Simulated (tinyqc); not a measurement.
CIS and TDHF on RHF in the sto-3g basis, for H3+, spin multiplicity 1, step by step. One step of it, computed by the program tinyqc.

Task: CIS singlet states. Diagonalise A (1 hartree = 27.211386 eV); each vector has its largest component positive (the first on a tie). The transition dipole is mu = sqrt2 sum c_ia <i|r|a>.

CIS matrix A, singlet (hartree):
```
,1>2,1>3
1>2,0.469398,0.000001
1>3,0.000001,0.856452
```

dipole integrals <i|r|a> (bohr):
```
,x,y,z
1>2,0.000000,-0.653849,1.125378
1>3,0.000000,-0.543465,-0.315700
```

Give: singlet excitation energies; lowest vectors; oscillator strengths 2/3 w |mu|^2.

Result:

singlet excitation energies (eV): 12.773  23.305

lowest vectors:
```
,state 1,state 2
1>2,1.000,0.000
1>3,0.000,1.000
```

oscillator strengths 2/3 w |mu|^2: 1.060  0.451
